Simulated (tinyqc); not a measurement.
Charge pumping in an n-channel transistor: two steps of the calculation.

The gate is pulsed from accumulation to inversion and back. Energies E are counted from the intrinsic level; Dit(E) = D0 [1 + b (2 E/Eg)^2]. During each edge the traps near the bands emit their carriers, and those between Eh and Ee recombine once a cycle.

Inputs (values chosen for the exercise); band and dielectric values close to those of silicon:
- T = 200 K (temperature)
- Eg = 1.11 eV (band gap)
- Nc = 1.52e19 cm^-3 (conduction-band density of states at 200 K)
- Nv = 1.43e19 cm^-3 (valence-band density of states at 200 K)
- A = 0.15 um^2 (gate area)
- D0 = 1.6e10 cm^-2 eV^-1 (trap density at midgap)
- b = 1.8 (rise of the trap density towards the band edges)
- sn = 3.7e-15 cm^2 (cross-section for electrons)
- sp = 1.7e-15 cm^2 (cross-section for holes)
- vth = 1.4e7 cm/s (thermal velocity at 200 K, one nominal value for electrons and holes)
- dV = 0.77 V (Vth - Vfb)
- Va = 2 V (pulse height)
- f = 78000 Hz (frequency)
- tr = 490 ns (rise time)
- tf = 380 ns (fall time)

Constants: q = 1.602176634e-19 C, kB = 1.380649e-23 J/K, Vt = kB T/q. Results are converted to the units shown.

Question 1. Emission levels. ni = sqrt(Nc Nv) exp(-Eg/(2 Vt)), Eg in volts; emission times te = (dV/Va) tf and th = (dV/Va) tr; Ee = -Vt ln(vth sn ni te), Eh = +Vt ln(vth sp ni th).

Give: ni; te; th; Ee; Eh.

Answer 1.

ni = 1.525e5 cm^-3
te = 146.3 ns
th = 188.7 ns
Ee = 0.3547 eV
Eh = -0.3637 eV

The window covers 64.7 % of the gap.

Question 2. Pumped charge and current. Nit = integral of Dit from Eh to Ee = D0 [Ee - Eh + 4 b (Ee^3 - Eh^3)/(3 Eg^2)], Qcp = q A Nit, Icp = f Qcp.

Ee = 0.35466722 eV
Eh = -0.36368906 eV

Give: Nit; mean Dit; traps pumped a cycle; Icp.

Answer 2.

Nit = 1.438e10 cm^-2
mean Dit = 2.002e10 cm^-2 eV^-1
traps pumped a cycle = 21.58
Icp = 0.2696 pA

Range of the model: The Fermi levels of inversion and accumulation are taken to lie beyond Ee and Eh, the flat tops to fill all traps, and no geometric current is added.

Computed by the program tinyqc: `OMP_NUM_THREADS=1 python tinyqc.py 2030083 2030084 out.jsonl`, one thread of a shared Intel Xeon 2.30GHz, about 0.01 s for the whole run.
